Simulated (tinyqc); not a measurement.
States in the gap of a film: thin (001) film in sp3s* tight binding with raised dangling bonds.

Planes alternate anion (a), cation (c) along [001], a/4 apart, starting with an anion; zero in-plane momentum; levels counted from the bulk Ev, the lower root of [[Epa, Vxx], [Vxx, Epc]]; no spin-orbit coupling. Block of s, pz, s*: from an anion to the cation above, Vss/2 (s,s), Vsapc/2 (s,z), -Vscpa/2 (z,s), Vxx/2 (z,z), Vxapc/2 (s*,z), -Vpaxc/2 (z,s*); to the cation below the same with the s-z and s*-z signs reversed. Block of u = (px + py)/sqrt2 and v = (px - py)/sqrt2: to the cation above (Vxx + Vxy)/2 for u and (Vxx - Vxy)/2 for v, to the cation below the reverse. Each surface atom has two dangling sp3 hybrids; raising both by dl adds (dl/2) [[1, t], [t, 1]] to its s, pz levels (t = -1 at the bottom face, +1 at the top) and dl to the one of u, v in whose plane the missing bonds lie (v for a bottom anion or a top cation, u for a top anion).

Parameters, chosen for this exercise (out of a larger set: near a published set for Si, fitted to gaps, whose masses and valley positions are rough; not measured data): p = (-4.192, 1.713, -4.192, 1.713, 6.671, 6.671, -8.308, 1.71, 4.584, 5.71, 5.71, 5.369, 5.369) eV (order Esa, Epa, Esc, Epc, Exa, Exc, Vss, Vxx, Vxy, Vsapc, Vscpa, Vxapc, Vpaxc); Nw = 19 (planes in the thicker film).

edges (eV): Gamma 3.42000, Delta 1.15681

Levels between 0 and the lower bulk edge, the largest weight on the two outer planes of both faces among them, and the nearest levels outside, for several shifts dl.

Film of Nw planes:
```
dl (eV)  levels in the gap       at (eV)  surface weight  next above (eV)  next below (eV)
0                        2  0.236, 0.315            0.75           1.2237          -0.1249
1                        2  0.727, 0.755            0.83           1.2253          -0.1205
2                        1         1.154            0.42           1.1819          -0.1179
3                        0             -               -           1.2154          -0.1162
5                        0             -               -           1.2208          -0.1141
10                       0             -               -           1.2215          -0.1117
30                       0             -               -           1.2218          -0.1094
100                      0             -               -           1.2219          -0.1084
```

Can the levels of the bare film be read as confined subbands?

No: with bare surfaces (dl = 0) 2 levels lie in the bulk gap, with up to 75 % of the weight on the four outer planes, two a face, where an even spread gives 21 %; these are dangling-bond states, not subbands. The reruns show the bulk gap clear from dl = 3 eV on, and at dl = 30 eV the next level above lies -0.1 meV from its value at 100 eV.

Program tinyqc; command `OMP_NUM_THREADS=1 python tinyqc.py 1480823 1480824 out.jsonl`; about 0.4 s on one thread of a shared Intel(R) Xeon(R) Processor @ 2.30GHz.
